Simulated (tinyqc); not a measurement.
What each parameter does: sp3s* tight binding with spin-orbit coupling.

sp3s* tight binding, nearest neighbours only: anion (a) at 0, cation (c) at a/4 (1,1,1), orbitals s, px, py, pz, s* on each; k in units of 2 pi/a. With phases e_j = exp(i (pi/2) k.n_j) for n = (1,1,1), (1,-1,-1), (-1,1,-1), (-1,-1,1): g0 = (e1+e2+e3+e4)/4, g1 = (e1+e2-e3-e4)/4, g2 = (e1-e2+e3-e4)/4, g3 = (e1-e2-e3+e4)/4. The diagonal holds the levels Esa, Epa, Exa (s*) and Esc, Epc, Exc. Anion-cation block: <sa|sc> = Vss g0; <sa|xc> = Vsapc g1; <xa|sc> = -Vscpa g1; <xa|xc> = Vxx g0; <xa|yc> = <ya|xc> = Vxy g3, <xa|zc> = <za|xc> = Vxy g2, <ya|zc> = <za|yc> = Vxy g1; <s*a|xc> = Vxapc g1; <xa|s*c> = -Vpaxc g1; y and z take g2 and g3 in place of g1; s-s* and s*-s* vanish.

Spin-orbit coupling acts within the p shell of each atom as (D/3) L.sigma, D = Da or Dc: it puts four states at Ep + D/3 and two at Ep - 2D/3.

Values chosen for the exercise (near a published set for Si, fitted to gaps, whose masses and valley positions are rough; spin-orbit coupling, where it is added without a refit, lifts the valence top and shrinks all gaps by about a third of the splitting; the results hold for these values, not for the real material):
```
symbol  value   unit  meaning
Esa     -4.17   eV    s level of the anion
Epa     1.694   eV    p level of the anion
Esc     -4.17   eV    s level of the cation
Epc     1.694   eV    p level of the cation
Exa     6.724   eV    s* level of the anion
Exc     6.724   eV    s* level of the cation
Vss     -8.255  eV    s-s
Vxx     1.707   eV    px-px
Vxy     4.63    eV    px-py
Vsapc   5.707   eV    s anion, p cation
Vscpa   5.707   eV    s cation, p anion
Vxapc   5.304   eV    s* anion, p cation
Vpaxc   5.304   eV    p anion, s* cation
Da      0.042   eV    atomic spin-orbit splitting, anion
Dc      0.042   eV    the same, cation
```

Gaps from the top of the valence band at Gamma; Delta is the minimum on (x,0,0), 0.5 <= x <= 1. A change on one sublattice alone makes the two atoms unequal.

Results for these values:
```
case  Ev (eV)  gap Gamma (eV)  gap Delta (eV)  gap L (eV)
base   0.0010          3.3720          1.2235      2.5040
```

What happens to each result for Exc = 6.424 eV, all else kept?

Answer: Ev does not change at the printed digits; gap Gamma does not change at the printed digits; gap Delta falls from 1.2235 to 1.1661; gap L falls from 2.5040 to 2.4425.

The same for each parameter in turn:
```
case              Ev (eV)  gap Gamma (eV)  gap Delta (eV)  gap L (eV)
base               0.0010          3.3720          1.2235      2.5040
Exc = 6.424 eV     0.0010          3.3720          1.1661      2.4425
Esa = -4.37 eV     0.0010          3.3720          1.2067      2.4379
Esc = -3.97 eV     0.0010          3.3720          1.2396      2.5568
Vsapc = 5.407 eV   0.0010          3.3720          1.1412      2.3787
Vpaxc = 5.604 eV   0.0010          3.3720          1.1061      2.3931
Vscpa = 5.507 eV   0.0010          3.3720          1.1701      2.4257
```

Exc, Vsapc, Vpaxc and Vscpa cannot move Ev or the gap at Gamma, whose blocks do not hold them; s parameters never move Ev, and move the gap only where the lowest empty level at Gamma is s-like.

Run: tinyqc, `OMP_NUM_THREADS=1 python tinyqc.py 1450602 1450603 out.jsonl`; Intel(R) Xeon(R) Processor @ 2.30GHz, one thread, shared host; about 0.1 s of CPU time with all checks.
